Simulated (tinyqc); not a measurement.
## Trap density from the barrier height

Inverse problem. In a partly depleted grain with all boundary traps filled, 2 N W = Qt and VB = q N W^2/(2 eps0 eps_r). Find Qt, W and the doping at which VB would equal Vt.

Values chosen for this exercise:
- T = 300 K (temperature)
- eps_r = 11.7 (relative permittivity)

Constants: q = 1.602176634e-19 C, kB = 1.380649e-23 J/K, Vt = kB T/q, eps0 = 8.8541878128e-14 F/cm where lengths are in cm. Results are converted to the units shown.

doping = 1.7e18 cm^-3
barrier height = 0.089156489 V

Answer. Eliminating W gives VB = q Qt^2/(8 eps0 eps_r N), which falls as 1/N.

Qt = 2.80e12 cm^-2
W = 8.24 nm
doping for VB = Vt = 5.86e18 cm^-3

Program tinyqc, `OMP_NUM_THREADS=1 python tinyqc.py 2830121 2830122 out.jsonl`; Intel Xeon 2.30GHz, shared host, one thread, about 0.01 s.
